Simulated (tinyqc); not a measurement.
Worked calculation: Hueckel theory of the pi electrons with the omega technique, for the molecule C=Cc1ccccc1 (SMILES; centres numbered as the heavy atoms are written). One step of it, computed by the program tinyqc.

Problem. Orbitals, round 1. Diagonalise; E = alpha + x beta with beta < 0, so the largest x are filled first; degenerate levels share their electrons. P = sum n_i c_ri c_si; each orbital has its largest coefficient positive (the first on a tie).

Hueckel matrix in units of beta (H = alpha + beta A), order 1C, 2C, 3C, 4C, 5C, 6C, 7C, 8C:
```
[[0.000000, 1.000000, 0.000000, 0.000000, 0.000000, 0.000000, 0.000000, 0.000000],
 [1.000000, 0.000000, 1.000000, 0.000000, 0.000000, 0.000000, 0.000000, 0.000000],
 [0.000000, 1.000000, 0.000000, 1.000000, 0.000000, 0.000000, 0.000000, 1.000000],
 [0.000000, 0.000000, 1.000000, 0.000000, 1.000000, 0.000000, 0.000000, 0.000000],
 [0.000000, 0.000000, 0.000000, 1.000000, 0.000000, 1.000000, 0.000000, 0.000000],
 [0.000000, 0.000000, 0.000000, 0.000000, 1.000000, 0.000000, 1.000000, 0.000000],
 [0.000000, 0.000000, 0.000000, 0.000000, 0.000000, 1.000000, 0.000000, 1.000000],
 [0.000000, 0.000000, 1.000000, 0.000000, 0.000000, 0.000000, 1.000000, 0.000000]]
```

pi electrons, sum of z_r less the charge = 8

Give: x values; occupations; coefficients; charge and bond-order matrix P.

Solution.

x values: [2.1358, 1.4142, 1.0000, 0.6622, -0.6622, -1.0000, -1.4142, -2.1358]

occupations: [2.0000, 2.0000, 2.0000, 2.0000, 0.0000, 0.0000, 0.0000, 0.0000]

coefficients, order 1C, 2C, 3C, 4C, 5C, 6C, 7C, 8C:
```
[[0.1441, 0.3536, 0.0000, 0.5952, 0.5952, 0.0000, -0.3536, 0.1441],
 [0.3077, 0.5000, 0.0000, 0.3941, -0.3941, 0.0000, 0.5000, -0.3077],
 [0.5131, 0.3536, 0.0000, -0.3342, -0.3342, 0.0000, -0.3536, 0.5131],
 [0.3941, 0.0000, 0.5000, -0.3077, 0.3077, 0.5000, 0.0000, -0.3941],
 [0.3286, -0.3536, 0.5000, 0.1305, 0.1305, -0.5000, 0.3536, 0.3286],
 [0.3077, -0.5000, 0.0000, 0.3941, -0.3941, 0.0000, -0.5000, -0.3077],
 [0.3286, -0.3536, -0.5000, 0.1305, 0.1305, 0.5000, 0.3536, 0.3286],
 [0.3941, 0.0000, -0.5000, -0.3077, 0.3077, -0.5000, 0.0000, -0.3941]]
```

charge and bond-order matrix P, order 1C, 2C, 3C, 4C, 5C, 6C, 7C, 8C:
```
[[1.0000, 0.9113, 0.0000, -0.2527, 0.0000, 0.2042, 0.0000, -0.2527],
 [0.9113, 1.0000, 0.4059, 0.0000, -0.0485, 0.0000, -0.0485, 0.0000],
 [0.0000, 0.4059, 1.0000, 0.6101, 0.0000, -0.3012, 0.0000, 0.6101],
 [-0.2527, 0.0000, 0.6101, 1.0000, 0.6787, 0.0000, -0.3213, 0.0000],
 [0.0000, -0.0485, 0.0000, 0.6787, 1.0000, 0.6586, 0.0000, -0.3213],
 [0.2042, 0.0000, -0.3012, 0.0000, 0.6586, 1.0000, 0.6586, 0.0000],
 [0.0000, -0.0485, 0.0000, -0.3213, 0.0000, 0.6586, 1.0000, 0.6787],
 [-0.2527, 0.0000, 0.6101, 0.0000, -0.3213, 0.0000, 0.6787, 1.0000]]
```
